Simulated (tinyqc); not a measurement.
Orbital energy against energy difference: ionisation energy by orbital energies and by energy differences in the cc-pvdz basis, for H4, spin multiplicity 1. Computed by the program tinyqc with PySCF. The cation is unrestricted; errors are against CCSD(T) in this basis, not against experiment.

Geometry (angstrom):
```
atom       x       y       z
H     0.0000  0.0000  0.0000
H     0.0000  0.0000  0.7700
H     0.0000  1.0420  0.0000
H     0.0000  1.0420  0.7700
```

CCSD(T) difference in the same basis = 10.0647 eV

IP-EOM-CCSD = 10.0767 eV

First vertical ionisation energy (eV):
```
method     -e(HOMO)  E(cation) - E  error of -e(HOMO)  error of the difference
HF            9.866        9.11702             -0.198                   -0.948
LDA           5.154        9.89194             -4.911                   -0.173
PBE           5.206        9.91137             -4.859                   -0.153
B3LYP         6.404       10.09154             -3.661                    0.027
PBE0          6.551        9.92399             -3.514                   -0.141
CAM-B3LYP     8.023       10.03615             -2.042                   -0.029
LC-wPBE       9.403        9.98575             -0.662                   -0.079
```

What does the comparison show, and why?

Koopmans errs by -0.20 eV and Delta-HF by -0.95 eV: relaxation, 0.75 eV, lowers the value and the missing correlation difference works against it. The PBE level is off by -4.9 eV through the wrong tail of its potential, though its energy difference is off by -0.15 eV; exact exchange deepens the level, and among the orbital energies HF comes closest; among the differences B3LYP does.
